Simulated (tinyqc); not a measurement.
Gap against bias: four-band model of biased bilayer graphene near K.

Basis A1, B1, A2, B2, with B1 below A2; p = kx + i ky, v_j = (sqrt3/2) a g_j. Diagonal -U/2, -U/2, U/2, U/2; <A1|B1> = <A2|B2> = v0 p*, <B1|A2> = g1, <A1|B2> = v3 p, <A1|A2> = <B1|B2> = -v4 p*.

Values chosen for the exercise (near those used for Bernal bilayer graphene; not measured data): a = 2.46 angstrom (lattice constant); g0 = 2.84 eV (hopping in a layer); g1 = 0.396 eV (hopping of the dimer sites); g3 = 0.39 eV (skew hopping A1-B2); g4 = 0.06 eV (skew hopping A1-A2).

Closed form for g3 = g4 = 0: gap U g1/sqrt(U^2 + g1^2), ring radius as (U/2 v0) sqrt((2 g1^2 + U^2)/(g1^2 + U^2)). Last column: lowest band 3 less highest band 2 of the full matrix on a polar grid, |k| = 0 to 0.08 in steps of 0.001 1/angstrom, angles 0, 15, 30, 45, 60 degrees.

Gap:

| U (eV) | gap (eV) | kg (1/angstrom) | gap/U | gap on the grid (eV) |
|---|---|---|---|---|
| 0.02 | 0.0200 | 0.0023 | 0.999 | 0.0191 |
| 0.05 | 0.0496 | 0.0058 | 0.992 | 0.0471 |
| 0.10 | 0.0970 | 0.0115 | 0.970 | 0.0903 |
| 0.15 | 0.1403 | 0.0170 | 0.935 | 0.1283 |
| 0.20 | 0.1785 | 0.0222 | 0.893 | 0.1610 |
| 0.30 | 0.2391 | 0.0317 | 0.797 | 0.2107 |
| 0.40 | 0.2814 | 0.0404 | 0.704 | 0.2436 |
| 0.60 | 0.3305 | 0.0566 | 0.551 | 0.2776 |

The gap follows U while U << g1 (ratio 0.992 at 0.05 eV) and bends towards g1 = 0.396 eV, reaching 0.331 eV at 0.6. The skew hoppings change it by -6.7 meV at U = 0.1 and -37.8 meV at 0.4 eV. U is the screened difference, smaller than the applied field times the layer distance.

Computed by tinyqc, a small Python program: `OMP_NUM_THREADS=1 python tinyqc.py 1481828 1481829 out.jsonl` (the numbers bound the seed that draws the inputs); one thread of a shared host (Intel(R) Xeon(R) Processor @ 2.30GHz), about 0.07 s for the whole set of steps.
